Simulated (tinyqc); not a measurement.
Size effects in the resistivity of thin metal films and interconnect lines: one step, computed by the program tinyqc.

Electrons lose their drift at surfaces (a share 1 - p of the hits) and at grain boundaries (reflection R), besides bulk scattering.

Question. Grain boundaries. Mayadas-Shatzkes: alpha = (lambda/D) R/(1 - R); rho_b/rho = 1 - 3 alpha/2 + 3 alpha^2 - 3 alpha^3 ln(1 + 1/alpha).

Inputs (values chosen for the exercise, modelled on cobalt): bulk mean free path lambda = 11.7 nm; grain-boundary reflection R = 0.22.

Geometry: film.

grain size D = 6.4 nm

Give: alpha; rho/rho_b from grains.

Answer.

alpha = 0.515625

rho/rho_b from grains = 1.722

The linear estimate 1 + 3 alpha/2 gives 1.773, 3 % high; at large alpha the slope is 4/3.
